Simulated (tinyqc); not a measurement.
Liquidus of a compound AB in a simple-solution melt, liquid-phase epitaxy and vapour pressures: one step, computed by the program tinyqc.

x is the atom fraction of B in the melt. The melt is a simple solution: R T ln gamma_B = W (1 - x)^2, R T ln gamma_A = W x^2, W = a + b T. The solid AB is stoichiometric.

Problem. Slope of the liquidus. Liquidus (Vieland): f(x) = R T ln[4 x (1 - x)] + 2 W (1/2 - x)^2 + S_F (T_F - T) = 0. dx/dT = -(df/dT)/f', df/dT = R ln[4 x (1 - x)] + 2 b (1/2 - x)^2 - S_F, f' = (1 - 2x)[R T/(x (1 - x)) - 2 W]. Concentrations: C_L = x N_A/V_L in the melt, C_S = 4/a0^3 in the solid; m = dT/dC_L.

Inputs (values chosen for the exercise, for a model compound):

| quantity | value | unit |
|---|---|---|
| entropy of fusion S_F | 62 | J/(mol K) |
| interaction slope b | -37 | J/(mol K) |
| saturation temperature T | 908 | K |
| molar volume of the melt V_L | 12.3 | cm^3/mol |
| lattice constant a0 | 5.653 | angstrom |

solubility x = 0.003793777

W = -6.996 kJ/mol

Constants: R = 8.314462618 J/(mol K); N_A = 6.02214076e+23 1/mol; k_B = 8.617333262e-05 eV/K.

Give: dx/dT; C_L; C_S; slope m; apparent heat of solution k_B T^2 d ln x/dT.

Solution.

dx/dT = 5.764e-05 1/K

C_L = 1.857e+20 1/cm^3

C_S = 2.214e+22 1/cm^3

slope m = 3.543e-19 K cm^3

apparent heat of solution k_B T^2 d ln x/dT = 1.080 eV
